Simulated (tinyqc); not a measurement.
## The weight eta from points of equal mobility

Problem. If the mobility depends on E = q (Ndep + eta Ns)/(eps0 eps_r) alone, two points of equal mobility on its falling branch have equal E. Find eta and E.

Values chosen for this exercise: relative permittivity of the semiconductor eps_r = 11.8.

Constants: q = 1.602176634e-19 C, eps0 = 8.8541878128e-14 F/cm where lengths are in cm. Results are converted to the units shown.

Ndep at two body biases (cm^-2): [9.9622230e11, 1.6414822e12]
Ns at which the mobility is the same (cm^-2): [7.8e12, 6.2261953e12]

Answer. eta is the ratio of the differences of Ndep and Ns.

eta = 0.4100
E = 0.6432 MV/cm

Computed by the program tinyqc: `OMP_NUM_THREADS=1 python tinyqc.py 2510156 2510157 out.jsonl`, one thread of a shared Intel Xeon 2.30GHz, about 0.01 s for the whole run.
